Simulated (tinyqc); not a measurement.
Physical sputtering: collision-cascade yield, angular dependence, faceting and resputtering in deposition: one step, computed by the program tinyqc.

Ions start collision cascades; atoms that reach the surface with more than U leave. The target is amorphous or fine-grained.

Task: Yield at normal incidence. gamma = 4 M1 M2/(M1 + M2)^2; threshold E_th = 6.7 U/gamma for M1 >= M2, else U (1 + 5.7 M1/M2)/gamma. eps = 0.03255 M2 E/(Z1 Z2 (M1 + M2) z), z = (Z1^(2/3) + Z2^(2/3))^(1/2), E in eV; s_n = 3.441 sqrt(eps) ln(eps + 2.718)/(1 + 6.355 sqrt(eps) + eps (6.882 sqrt(eps) - 1.708)); S_n = 84.78 Z1 Z2 M1 s_n/((M1 + M2) z) in eV angstrom^2; alpha = 0.249 (M2/M1)^0.56 + 0.0035 (M2/M1)^1.5 for M1 <= M2, else 0.0875 (M2/M1)^(-0.15) + 0.165 M2/M1; Y0 = 0.042 Q alpha S_n/U [1 - sqrt(E_th/E)]^2.5 (the electronic-loss factor of the full formula is dropped). Erosion rate = Y0 J/(e N); 1 cm^2 = 1e14 nm^2.

Inputs (values chosen for the exercise, modelled on gallium ions on titanium): ion Z1 = 31; ion mass M1 = 69.7 u; target Z2 = 22; target mass M2 = 47.9 u; surface binding energy U = 4.85 eV; target density N = 56.7 1/nm^3; fit factor Q = 0.5; ion energy E = 2800 eV; current density J = 1.9 mA/cm^2.

Constants: e = 1.602176634e-19 C.

Give: energy transfer factor gamma; threshold E_th; reduced energy eps; nuclear stopping S_n; alpha; yield Y0; erosion rate.

Result:

energy transfer factor gamma = 0.9656

threshold E_th = 33.65 eV

reduced energy eps = 0.01293

nuclear stopping S_n = 1871 eV angstrom^2

alpha = 0.2060

yield Y0 = 1.248 atoms per ion

erosion rate = 156.6 nm/min

The threshold factor is 0.748; the energy cost is 2240 eV per removed atom, 463 times U.
